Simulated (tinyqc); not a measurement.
Empirical pseudopotential in a few plane waves, step by step. One step of it, computed by the program tinyqc.

Task: Levels at k. Diagonalise the Hermitian matrix.

H(k) at k (eV), lower triangle (Hermitian):
```
                     +0+0+0               -1-1-1               -1-1+1               -1+1-1
+0+0+0             1.811275
-1-1-1   2.164653-0.634965i            13.925323
-1-1+1  -2.164653-0.634965i   0.000000+0.380959i            14.643192
-1+1-1  -2.164653-0.634965i   0.000000+0.380959i             0.054423            22.898692
-1+1+1  -2.164653+0.634965i            -0.054423   0.000000+0.380959i   0.000000+0.380959i
+1-1-1  -2.164653-0.634965i   0.000000+0.380959i             0.054423             0.054423
+1-1+1  -2.164653+0.634965i            -0.054423   0.000000+0.380959i             0.000000
+1+1-1  -2.164653+0.634965i            -0.054423             0.000000   0.000000+0.380959i
+1+1+1   2.164653+0.634965i             0.000000            -0.054423            -0.054423
-2+0+0   0.000000-0.380959i  -2.164653+0.634965i  -2.164653-0.634965i  -2.164653-0.634965i
+0-2+0   0.000000-0.380959i  -2.164653+0.634965i  -2.164653-0.634965i   0.740792-0.173172i
+0+0-2   0.000000-0.380959i  -2.164653+0.634965i   0.740792-0.173172i  -2.164653-0.634965i
+0+0+2   0.000000+0.380959i  -0.740792-0.173172i   2.164653+0.634965i  -0.740792+0.173172i
+0+2+0   0.000000+0.380959i  -0.740792-0.173172i  -0.740792+0.173172i   2.164653+0.634965i
+2+0+0   0.000000+0.380959i  -0.740792-0.173172i  -0.740792+0.173172i  -0.740792+0.173172i

                     -1+1+1               +1-1-1               +1-1+1               +1+1-1
-1+1+1            23.616561
+1-1-1             0.000000             6.926095
+1-1+1             0.054423   0.000000+0.380959i             7.643964
+1+1-1             0.054423   0.000000+0.380959i             0.054423            15.899464
+1+1+1   0.000000+0.380959i            -0.054423   0.000000+0.380959i   0.000000+0.380959i
-2+0+0   2.164653-0.634965i   0.740792-0.173172i  -0.740792-0.173172i  -0.740792-0.173172i
+0-2+0  -0.740792-0.173172i  -2.164653-0.634965i   2.164653-0.634965i  -0.740792-0.173172i
+0+0-2  -0.740792-0.173172i  -2.164653-0.634965i  -0.740792-0.173172i   2.164653-0.634965i
+0+0+2  -2.164653+0.634965i  -0.740792+0.173172i  -2.164653+0.634965i   0.740792+0.173172i
+0+2+0  -2.164653+0.634965i  -0.740792+0.173172i   0.740792+0.173172i  -2.164653+0.634965i
+2+0+0   0.740792+0.173172i   2.164653+0.634965i  -2.164653+0.634965i  -2.164653+0.634965i

                     +1+1+1     -2+0+0     +0-2+0     +0+0-2
+1+1+1            16.617333
-2+0+0  -0.740792+0.173172i  26.757240
+0-2+0  -0.740792+0.173172i   0.054423  10.784644
+0+0-2  -0.740792+0.173172i   0.054423   0.054423  19.040143
+0+0+2  -2.164653-0.634965i  -0.054423  -0.054423   0.000000
+0+2+0  -2.164653-0.634965i  -0.054423   0.000000  -0.054423
+2+0+0  -2.164653-0.634965i   0.000000  -0.054423  -0.054423

           +0+0+2     +0+2+0     +2+0+0
+0+0+2  20.475882
+0+2+0   0.054423  28.731382
+2+0+0   0.054423   0.054423  12.758785
```

Give: eigenvalues.

Result:

eigenvalues (eV): -1.6618  4.6264  7.1049  8.4894  12.9206  13.7972  15.0329  15.5697  17.2232  20.0253  21.5112  22.0580  25.7902  28.7687  31.2740
